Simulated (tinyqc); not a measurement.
Inside a calculation. Model: Monte Carlo simulation of one carrier in a uniform electric field. Computed by tinyqc, a small Python program that keeps every step. Command: `OMP_NUM_THREADS=1 python tinyqc.py 3030144 3030145 out.jsonl mcfl walk`. One thread of a shared host (Intel(R) Xeon(R) Processor @ 2.30GHz), about 3 s of CPU time with the checks. Intermediate numbers are printed to about 6 digits and carried at full precision; extremes and crossings named in words are read from the listed rows.

The force e F acts along +z. Flights end at the constant total rate Gamma; the part of Gamma that the real rates do not fill is self-scattering, which leaves k unchanged. One valley, no impurities and no intervalley scattering.

Inputs (values chosen for the exercise, for a model polar semiconductor): effective mass m = 0.15 m_0; static permittivity eps_s = 7.99; high-frequency permittivity eps_inf = 7; density rho = 6660 kg/m^3; sound velocity v_l = 3610 m/s; acoustic deformation potential D_A = 7.6 eV; optical phonon energy hbar w = 52.8 meV; lattice temperature T = 77 K; electric field F = 2.3 kV/cm; energy E_max up to which Gamma must cover the rates = 0.6 eV; seed of the random numbers = 60557.

Crystal: polar. Band: parabolic.

starting wave vector (1/nm): [-0.098, 0.2, -0.047]

Constants: k_B = 1.380649e-23 J/K; e = 1.602176634e-19 C; hbar = 1.054571817e-34 J s; m_0 = 9.1093837015e-31 kg; hbar = 6.582119569e-16 eV s; eps_0 = 8.8541878128e-12 F/m; k_B = 8.617333262e-05 eV/K.

## Total rate Gamma

Parabolic band: E = hbar^2 k^2/(2 m), speed v = hbar k/m, states per spin, volume and energy g(E) = m k/(2 pi^2 hbar^2). Masses are multiplied by m_0 and all formulas are in SI units. Phonon occupation N_q = 1/(exp(hbar w/(k_B T)) - 1). Acoustic deformation potential (elastic, equipartition, absorption and emission together): 1/tau = 2 pi k_B T D_A^2 g(E)/(hbar rho v_l^2). Polar optical, unscreened: W = e^2 w (1/eps_inf - 1/eps_s) m (1 + 2 alpha E') ln|(k + k')/(k - k')| / (4 pi eps_0 hbar^2 k), times N_q for absorption (E' = E + hbar w) and N_q + 1 for emission (E' = E - hbar w > 0), with alpha = 0 for a parabolic band; mean cosine of the angle <cos> = (k^2 + k'^2)/(2 k k') - 1/ln|(k + k')/(k - k')|. Gamma is 1.05 times the largest total rate on the grid E = (j + 1/2) E_max/400, j = 0..399.

largest total rate = 12.2754 1e12/s

energy of the largest rate = 186.75 meV

Gamma = 12.8891 1e12/s

## Flight 1

Random numbers (0.02 to 0.98, from up to 60 sets tried for early real events), one row a flight, columns r1, r2, r3, r4:
```
[[0.6217, 0.6655, 0.2776, 0.3056],
 [0.0750, 0.3575, 0.0396, 0.6417],
 [0.4791, 0.4268, 0.3991, 0.3841],
 [0.2958, 0.0469, 0.7285, 0.4207],
 [0.7686, 0.7101, 0.4010, 0.6686],
 [0.2181, 0.8180, 0.0386, 0.4629],
 [0.0202, 0.3548, 0.8044, 0.6662]]
```

Flight: t = -ln(r1)/Gamma; k_z grows by e F t/hbar; E follows from the band; dz = (E_end - E_start)/(e F). Use row 1 of the random numbers.

flight time t = 36.8758 fs

k at the end of the flight (1/nm): [-0.098000, 0.200000, -0.034114]

energy at the end = 12.8950 meV

displacement dz = -1.15427 nm

## Scattering event 1

Choice: with cumulative rates in the order acoustic, absorption, emission, the process is the first whose sum exceeds r2 Gamma; if none, self-scattering. Final state: E' = E, E + hbar w or E - hbar w gives k'. Isotropic processes: cos(theta) = 1 - 2 r3 from the z axis, phi = 2 pi r4, k' (sin theta cos phi, sin theta sin phi, cos theta). Polar processes: cos(b) = [1 + xi - (1 + 2 xi)^r3]/xi, xi = 2 k k'/(k - k')^2, b from the old direction n; new direction cos b n + sin b (cos phi e1 + sin phi e2), e1 = (z x n)/|z x n|, e2 = n x e1.

cumulative rates (1e12/s): acoustic 0.151750, absorption 0.157706, emission 0.157706

r2 Gamma = 8.57772 1e12/s

Process chosen: self-scattering

k after event 1, the start of the next flight (1/nm): [-0.098000, 0.200000, -0.034114]

## Flight 2

Use row 2 of the random numbers.

flight time t = 200.965 fs

k at the end of the flight (1/nm): [-0.098000, 0.200000, 0.036109]

energy at the end = 12.9305 meV

displacement dz = 0.154693 nm

## Scattering event 2

The formulas are those given above.

cumulative rates (1e12/s): acoustic 0.151959, absorption 0.157914, emission 0.157914

r2 Gamma = 4.60787 1e12/s

Process chosen: self-scattering

k after event 2, the start of the next flight (1/nm): [-0.098000, 0.200000, 0.036109]

## All printed flights

Drift estimate: sum dz / sum t.

Flights:
```
flight   t (fs)  E at the end (meV)  dz (nm)          process  k_x (1/nm)  k_y (1/nm)  k_z (1/nm)
1        36.876             12.8950  -1.1543  self-scattering      -0.098         0.2   -0.034114
2       200.965             12.9305   0.1547  self-scattering      -0.098         0.2    0.036109
3        57.090             13.3976   2.0305  self-scattering      -0.098         0.2    0.056058
4        94.504             14.6149   5.2930  self-scattering      -0.098         0.2    0.089081
5        20.419             14.9508   1.4601  self-scattering      -0.098         0.2    0.096216
6       118.146             17.4015  10.6555  self-scattering      -0.098         0.2    0.137500
7       302.741             27.6332  44.4857  self-scattering      -0.098         0.2    0.243287
```

drift estimate from these flights = 75745.7 m/s

7 of the 7 flights end in self-scattering. So few flights say little about the drift velocity: the estimate is noise at this length.

## Low-field mobility from the linear Boltzmann equation

On the grid E_j = (j + 1/2) hbar w/12 up to 20 k_B T + 2 hbar w, solve (sum of rates) l(E) = v(E) + W_abs <cos> l(E + hbar w) + W_em <cos> l(E - hbar w); mu_0 = e sum g v l exp(-E/k_B T)/(3 k_B T sum g exp(-E/k_B T)).

low-field mobility mu_0 = 76433.7 cm^2/(V s)

## Long runs: velocity against field

Each row: 250 carriers from a thermal start, 1600 flights each, the first half discarded, random numbers not printed; the error is the standard error over ten groups; the mean energy is taken at the ends of flights, which sample time evenly. Fields at which more than 0.02 % of the events exceed Gamma are left out.

Monte Carlo results:
```
F (kV/cm)  drift velocity (1e5 m/s)  error (1e5 m/s)  mu_0 F (1e5 m/s)  mean energy (meV)  real events (%)
0.57                           1.22           0.0200            4.3567               22.7             2.57
1.10                           1.48           0.0150            8.4077               24.7             4.00
2.30                           1.71           0.0081           17.5798               29.1             7.53
4.60                           1.93           0.0053           35.1595               36.9            15.00
9.20                           2.37           0.0120           70.3190              111.0            34.60
```

At the lowest field the drift velocity is 0.28 +/- 0.00 of the ohmic value mu_0 F, at the highest 0.03 +/- 0.00. The mean energy goes from 23 to 111 meV against the parabolic-band thermal value 3 k_B T/2 = 10 meV: the carriers heat, more of them reach the emission threshold, where they lose momentum, and the curve bends below the ohmic line. Only 3 to 35 % of the events are real; the rest is the price of a constant Gamma. Where hbar w is several k_B T, energy relaxes slowly and the low-field energies may still be drifting.

Checks made by the program: energy gained in the printed flights against e F dz (relative difference 1e-08).
